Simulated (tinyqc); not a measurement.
# Worked calculation: square on-chip spiral inductor, lumped pi model

Numbers from tinyqc (`OMP_NUM_THREADS=1 python tinyqc.py 2302053 2302054 out.jsonl`; about 0.01 s on one thread of a shared Intel Xeon 2.30GHz). Printed values are rounded.

Outer diameter do = di + 2 n wd + 2 (n - 1) sp, mean da = (do + di)/2, fill p = (do - di)/(do + di), length l = 4 n da. L = 2.34 mu0 n^2 da/(1 + 2.75 p), mu0 = 4 pi 1e-7 H/m. Rs = rho l/(wd delta (1 - exp(-th/delta))), delta = sqrt(rho/(pi f mu0)). Cs = n wd^2 eps0 eo/hu across the coil. At each end Cox = l wd eps0 eo/(2 ho) leads to the substrate branch Rsi = 2 rs he/(l wd) in parallel with Csi = l wd eps0 11.7/(2 he). With one end grounded Y = 1/(Rs + i w L) + i w Cs + 1/[1/(i w Cox) + 1/(1/Rsi + i w Csi)], w = 2 pi f; Q = -Im Y/Re Y. Eddy currents in neighbouring turns and in the substrate are left out.

Inputs (values chosen for the exercise); values of the order met in silicon radio-frequency processes:
- n = 2.5 (number of turns)
- wd = 20 um (line width)
- sp = 1.5 um (space between turns)
- di = 40 um (inner diameter)
- th = 4 um (metal thickness)
- rho = 1.9 uohm cm (metal resistivity)
- ho = 4.9 um (oxide below the coil)
- hu = 1 um (oxide between coil and underpass)
- eo = 3 (relative permittivity of the oxide)
- rs = 100 ohm cm (substrate resistivity)
- he = 50 um (effective spreading depth in the substrate)
- f = 8.9 GHz (frequency)

Constants: eps0 = 8.8541878128e-12 F/m. Results are converted to the units shown.

## Geometry and model elements

do, l, L, delta, Rs, Cs, Cox, Rsi and Csi as defined.

do = 144.5 um
l = 922.5 um
L = 0.6628901 nH
delta = 0.7353633 um
Rs = 1.196955 ohm
Cs = 26.56256 fF
Cox = 50.00809 fF
Rsi = 5420.054 ohm
Csi = 19.11309 fF

Rs is 5.46 times the direct-current value in this empirical form, which overstates the skin effect of a flat slab when delta is near th and so stands in for some current crowding.

## Admittance, quality factor and apparent inductance

Series branch 1/(Rs + i w L), substrate branch, total Y, Q = -Im Y/Re Y, apparent inductance Im(1/Y)/w, metal-only value w L/Rs, share of the loss in the substrate Re(substrate branch)/Re Y.

series branch = 0.87017-26.94859i mS
substrate branch = 0.0963532+0.7778670i mS
Y = 0.96652-24.68533i mS
Q = 25.54043
apparent inductance = 0.7233123 nH
w L/Rs = 30.96946
share of the loss in the substrate = 9.969089 %

Q is 82.5 % of the metal-only value.
